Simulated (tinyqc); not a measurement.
Quantum-well laser, gain and threshold: one step of the calculation.

One electron and one heavy-hole subband per well, parabolic, with equal sheet densities n of electrons and holes; k-conserving transitions, TE polarisation, no line broadening, so the gain starts as a step at E0 and peaks there. All wells are pumped alike.

Task. Threshold density by Newton steps. fe = 1 - exp(-n/Nc) and fh = 1 - exp(-n/Nv) are the fillings of the two band edges; f = g0 (fe + fh - 1) - gth; f' = g0 [(1 - fe)/Nc + (1 - fh)/Nv]; n(new) = n - f/f'.

n at the start = 5.4e12 cm^-2
Nc = 1.6828744e12 cm^-2
Nv = 9.3593014e12 cm^-2
g0(E0) = 22752.698 1/cm
gth = 1057.8788 1/cm

Find: fe; fh; f; f'; n after iteration 1.

Result.

fe = 0.9596
fh = 0.4384
f = 7998 1/cm
f' = 1.912e-9 cm
n after iteration 1 = 1.216e12 cm^-2

Range of the model: Polarisation fields, which separate electrons and holes in nitride wells and lower the gain, are left out.

Computed by the program tinyqc: `OMP_NUM_THREADS=1 python tinyqc.py 2840124 2840125 out.jsonl`, one thread of a shared Intel Xeon 2.30GHz, about 0.02 s for the whole run.
